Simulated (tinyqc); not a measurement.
# A square-lattice strip 2 sites wide in a magnetic flux, recursive Green functions: effect of the strength of the potential

The device has N = 3 slices of 2 site(s), nearest-neighbour hopping -t, and site energies U; the leads are semi-infinite continuations with site energy 0 and no flux. The hopping from slice i to i + 1 inside the device carries the phase exp(2 pi i f j) on row j = 1, 2, ...: V = <i+1|H|i> = -t diag(exp(2 pi i f j)).

Transverse modes n = 1..2: chi_n(j) = sqrt(2/3) sin(pi n j/3), energy e_n = -2 t cos(pi n/3). Sigma = t^2 sum_n chi_n chi_n^T g(E - e_n), g(x) = (x - i sqrt(4 t^2 - x^2))/(2 t^2) for |x| < 2 t and (x - sign(x) sqrt(x^2 - 4 t^2))/(2 t^2) otherwise; Gamma = i (Sigma - Sigma^dagger); both leads give the same. Forward pass: g_1 = (E - H_1 - Sigma)^(-1), g_i = (E - H_i - V g_(i-1) V^dagger)^(-1), with Sigma also subtracted on the last slice; G_(i,1) = g_i V G_(i-1,1), starting from g_1. H_i is the block of slice i: its site energies on the diagonal and -t between neighbouring rows. T(E) = Tr[Gamma G_(N,1) Gamma G_(N,1)^dagger]. All U are multiplied by the factor sc.

Inputs (values chosen for the exercise):
```
symbol                              value  unit                                                 meaning
t                                       1    eV                             hopping (matrix element -t)
U       [0, 0.1, -0.17, 0.07, 0.22, 0.22]    eV               site energies, slice by slice (2 a slice)
E                                   -1.87    eV                                                  energy
f                                    0.28   h/q  magnetic flux through each plaquette inside the device
```

Effect of the strength of the potential:
```
sc      T(E)  reflection, modes - T(E)
0     0.7415                    0.2585
0.38  0.7891                    0.2109
0.75  0.8353                    0.1647
1.12  0.8791                    0.1209
1.5   0.9187                   0.08128
1.88  0.9498                   0.05022
2.25  0.9690                   0.03104
2.62  0.9750                   0.02504
3     0.9659                   0.03411
```

What does the comparison show?

T(E) goes from 0.741 through a maximum of 0.975 (at sc = 2.62 among the rows listed) to 0.966. At sc = 0 the flux alone reflects 0.259 of the 1 open mode(s).

Numbers from tinyqc (`OMP_NUM_THREADS=1 python tinyqc.py 2660104 2660105 out.jsonl`; about 0.02 s on one thread of a shared Intel Xeon 2.30GHz).
